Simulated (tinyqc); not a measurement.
# Electroplating on a thin resistive seed layer: kinetics, Wagner number and the terminal effect across a wafer, step by step

A worked calculation. Computed by tinyqc, a small Python program that keeps every step. Command: `OMP_NUM_THREADS=1 python tinyqc.py 3120122 3120123 out.jsonl terminal walk`. One thread of a shared host (Intel(R) Xeon(R) Processor @ 2.30GHz), about 0.02 s of CPU time with the checks. Intermediate numbers are printed to about 5 digits and carried at full precision; extremes and crossings named in words are read from the listed rows.

Current enters the seed at the rim. The bath is treated as a local resistance per area (no lateral flow in the liquid), two electrons per ion, molar volume 7.11 cm^3/mol, Faraday constant F = e N_A, kinematic viscosity 0.01 cm^2/s, omega = 2 pi x rpm/60; k_B T/e is in volts.

Inputs (values chosen for the exercise, of the order of those for copper plating on a thin cobalt or ruthenium seed):
```
quantity,value,unit
wafer radius R,15,cm
seed thickness t,94,nm
seed resistivity,8.8,microohm cm
bath conductivity kappa,0.41,S/cm
gap to the anode h,8.7,cm
extra resistance of a porous plate,0,ohm cm^2
exchange current density i_0,0.039,mA/cm^2
cathodic transfer coefficient alpha,0.58,-
mean current density,16,mA/cm^2
diffusivity of the metal ion,4.4e-06,cm^2/s
metal ion concentration,0.86,mol/L
rotation rate,30,rpm
temperature T,298,K
```

Constants: e = 1.602176634e-19 C; N_A = 6.02214076e+23 1/mol; k_B = 8.617333262e-05 eV/K.

## Rate, limit and resistances

Growth rate = i V_m/(2 F). Levich limit i_L = 0.62 x 2 F D^(2/3) omega^(1/2) nu^(-1/6) c. Tafel overpotential eta = (k_B T/(alpha e)) ln(i/i_0); kinetic resistance k_B T/(alpha e i); bath resistance h/kappa + plate; R_s = resistivity/t; Wagner number = kinetic resistance x kappa/R.

growth rate = 353.71 nm/min

limiting current i_L = 105.50 mA/cm^2

overpotential = 266.39 mV

kinetic resistance = 2.7672 ohm cm^2

bath resistance R_b = 21.220 ohm cm^2

sheet resistance R_s = 0.93617 ohm/square

Wagner number = 0.075637

## Linear estimate of the terminal effect

Linearised: with R_t = kinetic + bath resistance the current density obeys (1/r)(r i')' = i R_s/R_t, so i = A I_0(r/l), l = sqrt(R_t/R_s); with x = R/l, edge/centre = I_0(x) and edge/mean = x I_0(x)/(2 I_1(x)). Voltage drop in the seed for a uniform current: i R_s R^2/4.

length l = 5.0618 cm

x = R/l = 2.9634

edge over centre, linear = 4.7383

edge over mean, linear = 1.8355

drop for uniform current = 842.55 mV

## Current distribution

Full model: seed potential phi(r) with (1/r)(r phi')' = R_s i, where i solves phi = R_b i + (k_B T/(alpha e)) ln(i/i_0) (phi being the driving voltage left at r); phi'(0) = 0 and phi'(R) = R_s i_mean R/2. Solved by collocation to a tolerance of 1e-7.

Across the wafer:
```
r/R,i (mA/cm^2),i/mean,"i/mean, linear"
0.00,6.480,0.4050,0.3874
0.20,6.980,0.4363,0.4221
0.40,8.653,0.5408,0.5359
0.60,12.066,0.7541,0.7596
0.75,16.425,1.0266,1.0353
0.90,23.196,1.4498,1.4502
1.00,29.645,1.8528,1.8355
```

edge over centre, full model = 4.5747

The full model gives 4.57 against 4.74 from the linear form.

## As the film thickens, and with more bath resistance

The film is taken as uniform, with the seed resistivity; the last column adds 100 ohm cm^2 to R_b. Extra power of that plate = i^2 x 100 ohm cm^2 x area.

Edge over centre:
```
thickness (nm),R_s (ohm/square),as given,with 100 ohm cm^2 more
94,0.93617,4.5747,1.4718
141,0.62411,3.0513,1.3038
188,0.46809,2.4209,1.2239
282,0.31206,1.8722,1.1467
470,0.18723,1.4887,1.0868
940,0.09362,1.2318,1.0429
1880,0.04681,1.1128,1.0213
```

extra power = 18.096 W

The ratio falls below 1.1 in none of these rows as given, and from 470 nm on with the added resistance: what counts is R_s R^2 against the sum of kinetic and bath resistance.

Checks made by the program: mean of the distribution (relative difference 2e-07).
